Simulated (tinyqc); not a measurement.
Inside a calculation. Model: on-chip interconnect, size-dependent resistivity and RC delay.

Numbers from tinyqc (`OMP_NUM_THREADS=1 python tinyqc.py 2100166 2100167 out.jsonl`; about 0.01 s on one thread of a shared Intel Xeon 2.30GHz). Printed values are rounded.

A rectangular line between two neighbours and two ground planes. Surface and grain-boundary scattering are added to the bulk resistivity as corrections; capacitances are parallel-plate values without fringing; inductance is ignored.

Inputs (values chosen for the exercise); metal values close to those of copper: bulk resistivity rho0 = 1.68 uohm cm; bulk mean free path lam = 41 nm; specular share of surface scattering ps = 0; reflection coefficient of grain boundaries Rg = 0.49; grain size over the metal width gr = 1; drawn line width wd = 8.6 nm; aspect ratio, height over width AR = 1.8; liner on both walls and the bottom, not conducting tl = 1.1 nm; space to the neighbouring lines sp = 8.6 nm; dielectric height to the planes above and below hd = 16 nm; relative permittivity of the dielectric ek = 2.2; Miller factor of the neighbours Mf = 2; line length Lw = 6.5 um; driver resistance Rd = 650 ohm; load capacitance Cl = 0.85 fF; time step dt = 3 ps.

Constants: eps0 = 8.8541878128e-12 F/m. Results are converted to the units shown.

Range of the model: The metal width is under the mean free path, where the thick-limit surface term and the simple sum of corrections lose accuracy.

## Resistivity, resistance and capacitance per length

Metal width x = wd - 2 tl, height y = AR wd - tl; grain boundaries (Mayadas-Shatzkes): al = (lam/(gr x)) Rg/(1 - Rg), g = 1/[1 - 3 al/2 + 3 al^2 - 3 al^3 ln(1 + 1/al)] - 1; surfaces (Fuchs-Sondheimer, thick limit): s = (3/8) lam (1 - ps)(1/x + 1/y); rho = rho0 (1 + g + s); r = rho/(x y); c = eps0 ek (2 wd/hd + 2 Mf AR wd/sp).

x = 6.4 nm
y = 14.38 nm
al = 6.15502
g = 8.26812
s = 3.47154
rho = 21.4026 uohm cm
r = 2325.56 ohm/um
c = 0.161190 fF/um

rho is 12.7 times the bulk value; grain boundaries add more (8.27 against 3.47). The liner takes 30.9 % of the cross-section.

## Ladder and Elmore delays

4 equal pi sections: series Rs = r Lw/4; node capacitances c Lw/4, halved at nodes 0 and 4, with Cl added to node 4; Rd feeds node 0. Elmore delay of node k: the sum, over the resistors on the path to k, of resistance times all capacitance downstream of it.

Rs = 3779.04 ohm
C, node 0 to 4 (fF): [0.130967, 0.261935, 0.261935, 0.261935, 0.980967]
Elmore delay, node 0 to 4 (ps): [1.23353, 7.91023, 13.5971, 18.2940, 22.0012]

The far-end value equals Rd (c Lw + Cl) + r Lw (c Lw/2 + Cl) for any number of pi sections; the line resistance contributes 94.4 % of it.

## Step 1: node voltages after a time step

v at t = 0, node 0 to 4 (V): [0, 0, 0, 0, 0]

A 1 V step is applied behind Rd at t = 0. C dv/dt = -G v + b, with G the conductance matrix of the ladder (1/Rs between neighbours, 1/Rd added at node 0) and b = (1 V/Rd, 0, ...). Backward Euler step: (C/dt + G) v(new) = (C/dt) v + b.

v at t = 1 dt, node 0 to 4 (V): [0.906271, 0.510856, 0.283999, 0.150849, 0.067473]

## Step 2: node voltages after a time step

As before.

v at t = 2 dt, node 0 to 4 (V): [0.951225, 0.675068, 0.453093, 0.286912, 0.165625]

## Course in time

A 1 V step is applied behind Rd at t = 0. C dv/dt = -G v + b, with G the conductance matrix of the ladder (1/Rs between neighbours, 1/Rd added at node 0) and b = (1 V/Rd, 0, ...). Backward Euler step: (C/dt + G) v(new) = (C/dt) v + b. The last column solves the same ladder exactly by its modes.

Voltages (V):
```
t (ps)  node 0  node 2  node 4  node 4, exact
3.000   0.9063  0.2840  0.0675         0.0504
6.000   0.9512  0.4531  0.1656         0.1692
9.000   0.9624  0.5528  0.2671         0.2848
12.00   0.9687  0.6214  0.3611         0.3858
15.00   0.9733  0.6747  0.4447         0.4727
18.00   0.9770  0.7188  0.5179         0.5474
21.00   0.9801  0.7564  0.5817         0.6115
24.00   0.9827  0.7888  0.6371         0.6665
27.00   0.9850  0.8168  0.6851         0.7138
30.00   0.9870  0.8411  0.7269         0.7543
33.00   0.9887  0.8622  0.7630         0.7891
36.00   0.9902  0.8804  0.7944         0.8190
```

The far end of the ladder reaches 0.5 V at 16.04 ps, 0.729 of its Elmore delay (ln 2 = 0.693 for a single pole); the slowest mode has a time constant of 19.64 ps. The largest error of the backward Euler steps at that node is 30 mV.
